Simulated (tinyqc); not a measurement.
Square-lattice Ising model by mean field, Bethe lattice, transfer matrix, exact enumeration and Monte Carlo steps: one step, computed by the program tinyqc.

H = -J sum over nearest pairs s_i s_j, s = +-1, no field, periodic boundaries; energies per site are in J. As a lattice gas or an alloy, s marks which species holds the site.

Question. Transfer matrix. Strip of w sites, periodic across (for w = 2 the pair is joined by two bonds): T(s, s') = exp(K [sum_i s_i s'_i + (r(s) + r(s'))/2]), r(s) = sum_i s_i s_(i+1).

Inputs (values chosen for the exercise, for a model lattice): temperature T = 2560 K; strip width w = 3.

K = 0.2842200

Give: T.

Answer.

T, rows +++, ++-, +-+, +--, -++, -+-, --+, ---:
$$\begin{pmatrix}
5.5031 & 1.7655 & 1.7655 & 1.0000 & 1.7655 & 1.0000 & 1.0000 & 1.0000 \\
1.7655 & 1.7655 & 0.5664 & 1.0000 & 0.5664 & 1.0000 & 0.3208 & 1.0000 \\
1.7655 & 0.5664 & 1.7655 & 1.0000 & 0.5664 & 0.3208 & 1.0000 & 1.0000 \\
1.0000 & 1.0000 & 1.0000 & 1.7655 & 0.3208 & 0.5664 & 0.5664 & 1.7655 \\
1.7655 & 0.5664 & 0.5664 & 0.3208 & 1.7655 & 1.0000 & 1.0000 & 1.0000 \\
1.0000 & 1.0000 & 0.3208 & 0.5664 & 1.0000 & 1.7655 & 0.5664 & 1.7655 \\
1.0000 & 0.3208 & 1.0000 & 0.5664 & 1.0000 & 0.5664 & 1.7655 & 1.7655 \\
1.0000 & 1.0000 & 1.0000 & 1.7655 & 1.0000 & 1.7655 & 1.7655 & 5.5031
\end{pmatrix}$$
